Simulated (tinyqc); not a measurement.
Koster-Slater impurity in a tight-binding band, by Green functions and by supercells. Changing the impurity potential U. Computed by tinyqc, a small Python program. Command: `OMP_NUM_THREADS=1 python tinyqc.py 3027583 3027584 out.jsonl kosterslater sweep`. One thread of a shared host (Intel(R) Xeon(R) Processor @ 2.30GHz), about 0.05 s of CPU time with the checks.

One orbital per site, e(k) = -2 t sum cos(k_i) over 2 direction(s), band from -4 t to 4 t, lattice constant 1. One site has the extra energy U. Spin is left out.

Inputs (values chosen for the exercise, for a model band):

| quantity | value | unit |
|---|---|---|
| hopping t | 1.1 | eV |
| supercell edge N | 3 | sites |
| energy inside the band E | -2.93 | eV |
| broadening eta | 0.088 | eV |
| impurity concentration c | 0.0002 | per site |

Lattice: square.

Constants: hbar = 6.582119569e-16 eV s.

Method:
- Outside the band G0(E) = (2/(pi E)) K(m), m = 16 t^2/E^2, K the complete elliptic integral with parameter m.
- A bound state solves 1/U = G0(E).
- Bisection in ln(distance from the edge) between 1e-5 t and |U| + t. Weight on the impurity site: -1/(U^2 dG0/dE), by a central difference with step min(1e-4 t, distance/30). Decay length along an axis: 1/arccosh(1 + distance/(2 t)).
- Inside the band G0(z), z = E + i eta, comes from the chain form 1/(sqrt(y - 2t) sqrt(y + 2t)) (principal roots) at y = z + 2 t cos k, averaged over k in (0, pi) with 200 Gauss-Legendre points.
- T = U/(1 - U G0); phase shift delta = -arg(1 - U G0) in (-pi, pi]; host density of states -Im G0/pi; on the impurity -Im[G0/(1 - U G0)]/pi; lifetime of a band state hbar/(-2 c Im T).
- In a periodic cell of N sites along each direction with Bloch vector K, the level solves 1/U = N^-d sum_k 1/(E - e(k)), k_i = (2 pi m_i + K_i)/N, m_i = 0..N-1; the outermost root on the side of U is taken (bisection). d is the number of directions. Gamma means K_i = 0, the zone corner K_i = pi, the quarter point K_i = pi/2.
- The error is measured against the isolated level E_b.

One run for each value:

| impurity potential U (eV) | distance from the band edge (eV) | weight on the impurity site | decay length (sites) | scattering lifetime (fs) | width between Gamma and the corner (eV) |
|---|---|---|---|---|---|
| -27.50 | 2.3276e+01 | 0.99357 | 0.3184 | 744.84 | 0.0142 |
| -19.80 | 1.5645e+01 | 0.98754 | 0.3594 | 708.24 | 0.0276 |
| -14.20 | 1.0143e+01 | 0.97558 | 0.4150 | 660.78 | 0.0543 |
| -10.30 | 6.3750e+00 | 0.95294 | 0.4910 | 604.75 | 0.1052 |
| -7.38 | 3.6491e+00 | 0.90613 | 0.6122 | 539.10 | 0.2104 |
| -5.31 | 1.8535e+00 | 0.81299 | 0.8191 | 477.92 | 0.4092 |
| -3.82 | 7.5496e-01 | 0.63419 | 1.2401 | 448.82 | 0.7259 |
| -2.75 | 2.0987e-01 | 0.35849 | 2.3073 | 516.21 | 1.0917 |
| -1.98 | 3.2000e-02 | 0.11083 | 5.8701 | 817.37 | 1.4100 |

What does the table show, and why?

Over the rows, distance from the band edge (eV) falls from 23.3 to 0.0320; weight on the impurity site falls from 0.994 to 0.111; decay length (sites) rises from 0.318 to 5.87. In two dimensions weak binding is exponentially small in t/|U|. For large |U| the scattering lifetime tends to that of a site cut out of the lattice, T = -1/G0. The supercell width shrinks as the state tightens.
